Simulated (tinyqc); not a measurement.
Donor level screened by free carriers (Yukawa potential): sweeps and comparisons. A value that a table varies takes the place of the one given here.

Potential -(q/(eps r)) exp(-ks r), q = e^2/(4 pi eps0). In units Ry* = Ry m/eps^2 and a* = a0 eps/m the problem is [-Laplacian - 2 exp(-x r)/r] psi = E psi with x = ks a*.

Converged values use 18 functions exp(-z r), z = 1.55^i, i = -11 to 6: S = 2/A^3, H = z_i z_j S - 2/(A + x)^2, A = z_i + z_j.

Screening wave number: Debye ks^2 = 4 pi q n/(eps kB T); Thomas-Fermi ks^2 = 6 pi q n/(eps EF) with EF = c (3 pi^2 n/gv)^(2/3)/m, c = hbar^2/2m0; the two are joined by 1/ks^2 = sqrt(1/ks_D^4 + 1/ks_TF^4). 1e18/cm^3 = 1e-6/angstrom^3, q = e^2/(4 pi eps0).

Constants: e^2/(4 pi eps0) = 14.39964547 eV angstrom; kB = 8.617333262e-05 eV/K; hbar^2/2m0 = 3.80998211 eV angstrom^2; Ry = 13.60569312 eV; a0 (Bohr radius) = 0.5291772105 angstrom.

Inputs chosen for the exercise (near those of a donor in Ge, with one mean mass; the results hold for these values, not for the real material):
- xs = (0.07, 0.19, 0.25, 0.5, 0.78, 0.93, 1.09) (values of x)
- m = 0.175 m0 (mass)
- eps = 16.1 (dielectric constant)
- gv = 4 (valleys)
- T = 200 K (temperature)
- nl = (0.012, 0.039, 0.12, 0.39, 1.2, 3.9, 12) x 1e18/cm^3 (densities)
- n = 0.39 x 1e18/cm^3 (free-carrier density)

## Towards the loss of the bound state

First order (-1 + 2x), one-parameter (minimum of z^2 - 8 z^3/(2z + x)^2) and converged 1s energies in Ry*, and the mean radius in a*; a dash marks an unbound result.

Results:

| x | first order | trial function | converged | <r> |
|---|---|---|---|---|
| 0.07 | -0.8600 | -0.8670 | -0.8670 | 1.51 |
| 0.19 | -0.6200 | -0.6685 | -0.6686 | 1.55 |
| 0.25 | -0.5000 | -0.5815 | -0.5818 | 1.58 |
| 0.50 | - | -0.2930 | -0.2962 | 1.81 |
| 0.78 | - | -0.0875 | -0.0992 | 2.46 |
| 0.93 | - | -0.0210 | -0.0389 | 3.41 |
| 1.09 | - | - | -0.0056 | 7.54 |

First order loses the state at x = 0.5, the trial function reaches zero energy at x = 1.00, and the exact limit is 1.19. The radius starts at 1.5 a*, grows slowly at first (1.58 at x = 0.25), then steadily, and swells towards the end (7.5 at 1.09), where a single exponential fails: the binding vanishes as the square of the distance from 1.19.

## Binding against carrier density

Ry* = 9.1856 meV
a* = 48.684 angstrom

x from the joined ks; converged 1s binding (dash: x above 1.17, at or past the limit 1.19 where the state unbinds).

Results:

| n (1e18/cm^3) | EF/kB T | 1/ks (angstrom) | x | binding (meV) | n^(1/3) a* |
|---|---|---|---|---|---|
| 0.012 | 0.03 | 357.5 | 0.136 | 6.92 | 0.111 |
| 0.039 | 0.06 | 198.4 | 0.245 | 5.40 | 0.165 |
| 0.12 | 0.12 | 113.2 | 0.430 | 3.35 | 0.240 |
| 0.39 | 0.26 | 63.2 | 0.771 | 0.95 | 0.356 |
| 1.2 | 0.54 | 36.9 | 1.321 | - | 0.517 |
| 3.9 | 1.19 | 22.4 | 2.174 | - | 0.766 |
| 12 | 2.51 | 15.8 | 3.082 | - | 1.115 |

The binding falls from 6.9 to 1.0 meV (bare value 9.2); it passes half the bare value between 0.039 and 0.12 x 1e18/cm^3. The level is unbound, or bound by less than 0.001 Ry*, from 1.2 x 1e18/cm^3 on; as the density rises, it is lost by the time n^(1/3) a* reaches 0.52. x grows with exponent 0.50 in n at the start and 0.31 at the end (1/2 for Debye, 1/6 for Thomas-Fermi screening). The level survives to n^(1/3) a* = 0.36, past the 0.26 of the Mott rule, which corresponds to x = 1 for one valley with degenerate screening; here the level lasts until x = 1.19, the screening is at most the degenerate value, and overlap of donors is left out.

## What each parameter does

Ry* = Ry m/eps^2, a* = a0 eps/m, x = ks a* with the joined ks; converged binding. Each row changes one parameter from the base and keeps the others.

Results:

| case | 1/ks (angstrom) | x | binding in Ry* | binding (meV) |
|---|---|---|---|---|
| base | 63.2 | 0.771 | 0.104 | 0.95 |
| n = 0.585 x 1e18/cm^3 | 51.8 | 0.939 | 0.036 | 0.33 |
| T = 260 K | 71.8 | 0.678 | 0.157 | 1.45 |
| m = 0.196 m0 | 63.1 | 0.689 | 0.150 | 1.55 |
| eps = 14.8 | 60.6 | 0.739 | 0.121 | 1.31 |
| gv = 5 | 63.0 | 0.772 | 0.103 | 0.95 |

The largest shifts from the base row, up to three for each result and ties (the steps differ in size, so this ranks the rows, not the parameters). 1/ks (angstrom): n -11.3, T +8.6, eps -2.6. x: n +0.169, T -0.093, m -0.082. binding in Ry*: n -0.068, T +0.054, m +0.047. binding (meV): n -0.62, m +0.59, T +0.49; unchanged at the printed digits by gv.

(tinyqc, `OMP_NUM_THREADS=1 python tinyqc.py 1282672 1282673 out.jsonl`, Intel(R) Xeon(R) Processor @ 2.30GHz, 1 thread, shared host, about 0.01 s.)
